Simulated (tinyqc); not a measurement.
Off-state leakage of single and stacked transistors: two steps of the calculation.

n-channel devices of unit width. Subthreshold current I(Vg, Vs, Vd) = I0 (T/300 K)^0.5 exp[(Vg - Vs - VT(T) - gb (Vs - Vb) + dd (Vd - Vs))/(nf Vt)] (1 - exp(-(Vd - Vs)/Vt)), VT(T) = VT - cT (T - 300 K). Gate-edge tunnelling Ig (Vd/1 V) exp(ag (Vd - 1 V)), for a gate at 0 V, and band-to-band leakage Ab u exp(-Bb/u), u = Vd - Vb + 1 V, flow at a drain held at V; both are taken as independent of T. In a stack of off transistors (all gates at 0 V) the same subthreshold current passes through each.

Values chosen for this exercise; values of the order met in bulk silicon logic transistors: temperature T = 358 K; supply voltage V = 1 V; threshold at 300 K, zero drain and body bias VT = 0.32 V; fall of the threshold with temperature cT = 1 mV/K; current at threshold at 300 K I0 = 0.83 uA/um; slope factor nf = 1.36; drain-induced lowering per volt dd = 0.07; rise of the threshold per volt of source-body bias gb = 0.14; gate-edge tunnelling current at 1 V Ig = 1e-6 uA/um; exponential slope of the gate current ag = 5.3 1/V; prefactor of band-to-band leakage at the drain Ab = 1 uA/(um V); its exponential voltage Bb = 19 V; body voltage Vb = -0.6 V.

Constants: q = 1.602176634e-19 C, kB = 1.380649e-23 J/K, Vt = kB T/q. Results are converted to the units shown.

Question 1. Leakage of one transistor. Vg = Vs = 0, Vd = V; effective threshold VT(T) - gb Vb - dd V.

Give: effective threshold; parts; total; shares.

Answer 1.

effective threshold = 0.2760 V
parts (nA/um): subthreshold 1.260, gate edge 0.001000, band-to-band 1.743
total = 3.004 nA/um
shares (%): subthreshold 41.95, gate edge 0.03328, band-to-band 58.01

The band-to-band part is the largest.

Question 2. New Vx. Stack of two, Vx the node between them: I_low = I(0, 0, Vx), I_up = I(0, Vx, V), f = ln(I_up/I_low), f' = -(1 + gb + 2 dd)/(nf Vt) - 1/(Vt (exp(Vx/Vt) - 1)) - 1/(Vt (exp((V - Vx)/Vt) - 1)), Vx(new) = Vx - f/f'.

Vx after iteration 1 = 0.059710762 V

Give: I_low; I_up; f; f'; Vx after iteration 2.

Answer 2.

I_low = 0.2247 nA/um
I_up = 0.2252 nA/um
f = 0.002643
f' = -35.98 1/V
Vx after iteration 2 = 0.05978 V

tinyqc, about 0.04 s, one thread, Intel Xeon 2.30GHz (shared host): `OMP_NUM_THREADS=1 python tinyqc.py 2242077 2242078 out.jsonl`
